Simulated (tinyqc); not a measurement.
Trap depth and cross-section from two peaks.

Inverse problem. A DLTS peak lies where ew = sn g T^2 exp(-Et/kB T), g = vth Nc/(300 K)^2. Find Et and sn.

Parameters, values chosen for the exercise:
- Nc = 1.03e19 cm^-3 (conduction-band density of states at 300 K)
- vth = 3.4e7 cm/s (thermal velocity at 300 K)

Constants: q = 1.602176634e-19 C, kB = 1.380649e-23 J/K. Results are converted to the units shown.

peak temperatures for ew = 5 and 1000 1/s (K): [132.66620, 168.36126]

Answer. The slope of ln(ew/T^2) against q/kB T is -Et, and the intercept is ln(sn g).

Et = 0.2600 eV
sn = 5.500e-16 cm^2

Program tinyqc, `OMP_NUM_THREADS=1 python tinyqc.py 2050149 2050150 out.jsonl`; Intel Xeon 2.30GHz, shared host, one thread, about 0.01 s.
